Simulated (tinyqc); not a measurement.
On-chip power grid, static voltage drop by conjugate gradients: one step of the calculation.

A grid of 4 rows and 3 columns, node k = 3 row + column. Neighbours in a row are joined by Rx, in a column by Ry; pad nodes, which reach the supply through Rp: 0. Each node draws I0, node 8 draws kh I0. The drops u = Vdd - V solve G u = i, with G the conductance matrix (1/Rp added on the diagonal at pad nodes).

Problem. Conjugate-gradient step. q = G p; a = (r.r)/(p.q); u(new) = u + a p; r(new) = r - a q; b = (r.r)(new)/(r.r); p(new) = r(new) + b p.

Parameters, values chosen for the exercise: resistance of a horizontal segment Rx = 0.59 ohm; resistance of a vertical segment Ry = 0.41 ohm; resistance from a pad node to the supply Rp = 0.34 ohm.

u after iteration 2 (mV):
```
           col 0      col 1      col 2
row 0  1.7552628  2.4200733  2.4200733
row 1  2.4200733  2.4200733  6.2792177
row 2  2.4200733  5.1018516  8.9605197
row 3  2.4200733  2.4200733  6.2792177
```

r after iteration 2 (mA):
```
           col 0      col 1      col 2
row 0  -0.514251   0.773202  11.312547
row 1   0.278511  14.981845  -7.513709
row 2   6.445387  -9.187117  -4.419637
row 3   1.900000  14.981845   1.898838
```

p after iteration 2 (mA):
```
           col 0      col 1      col 2
row 0   6.742869  11.694146  22.233491
row 1  11.199455  25.902789  24.675290
row 2  17.366331  16.513323  25.632309
row 3  12.820944  25.902789  34.087837
```

Wanted: q; a; u after iteration 3; r after iteration 3; b; p after iteration 3.

Solution.

q (mA S):
```
        col 0   col 1  col 2
row 0    0.57  -44.13  11.91
row 1  -29.09   84.56   1.54
row 2   27.57  -62.70  -2.83
row 3  -33.26   31.20  34.50
```

a = 0.3046 ohm

u after iteration 3 (mV):
```
       col 0  col 1  col 2
row 0   3.81   5.98   9.19
row 1   5.83  10.31  13.80
row 2   7.71  10.13  16.77
row 3   6.33  10.31  16.66
```

r after iteration 3 (mA):
```
       col 0   col 1  col 2
row 0  -0.69   14.21   7.69
row 1   9.14  -10.78  -7.98
row 2  -1.95    9.91  -3.56
row 3  12.03    5.48  -8.61
```

b = 1.129

p after iteration 3 (mA):
```
       col 0  col 1  col 2
row 0   6.93  27.42  32.79
row 1  21.79  18.47  19.88
row 2  17.66  28.56  25.39
row 3  26.51  34.73  29.88
```

Computed by the program tinyqc: `OMP_NUM_THREADS=1 python tinyqc.py 2770156 2770157 out.jsonl`, one thread of a shared Intel Xeon 2.30GHz, about 0.1 s for the whole run.
